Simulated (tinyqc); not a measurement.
Van der Pauw, Hall and four-point-probe measurements on a doped layer: one step of the calculation.

A uniform p-type layer with sheet resistance Rs = 1/(q ns mu), point contacts, low field (mu B small).

Problem. New z. The van der Pauw equation exp(-pi RA z) + exp(-pi RB z) = 1 is solved for z = 1/Rs: e1 = exp(-pi RA z), e2 = exp(-pi RB z), f = e1 + e2 - 1, f' = -pi (RA e1 + RB e2), z(new) = z - f/f'.

z after iteration 1 = 0.17283542 mS
RA = 225.37301 ohm
RB = 3454.7038 ohm

Give: e1; e2; f; f'; z after iteration 2.

Solution.

e1 = 0.88482
e2 = 0.15323
f = 0.038046
f' = -2.2895 kohm
z after iteration 2 = 0.18945 mS

tinyqc, about 0.05 s, one thread, Intel Xeon 2.30GHz (shared host): `OMP_NUM_THREADS=1 python tinyqc.py 2850176 2850177 out.jsonl`
